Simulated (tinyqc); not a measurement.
Inside a calculation. Method: plane-wave Kohn-Sham cycle with exchange-only LDA in a layered model solid. One step of it, computed by the program tinyqc.

Task: Iteration 2: levels at that k. Diagonalise the Hermitian matrix.

H (hartree), order -3, -2, -1, +0, +1, +2, +3:
```
[[0.531450, -0.118461, 0.084109, -0.000250, 0.000337, -0.000080, 0.000093],
 [-0.118461, 0.131044, -0.118461, 0.084109, -0.000250, 0.000337, -0.000080],
 [0.084109, -0.118461, -0.109200, -0.118461, 0.084109, -0.000250, 0.000337],
 [-0.000250, 0.084109, -0.118461, -0.189281, -0.118461, 0.084109, -0.000250],
 [0.000337, -0.000250, 0.084109, -0.118461, -0.109200, -0.118461, 0.084109],
 [-0.000080, 0.000337, -0.000250, 0.084109, -0.118461, 0.131044, -0.118461],
 [0.000093, -0.000080, 0.000337, -0.000250, 0.084109, -0.118461, 0.531450]]
```

Give: eigenvalues.

Result:

eigenvalues (hartree): [-0.301, -0.234, -0.058, 0.123, 0.216, 0.580, 0.592]
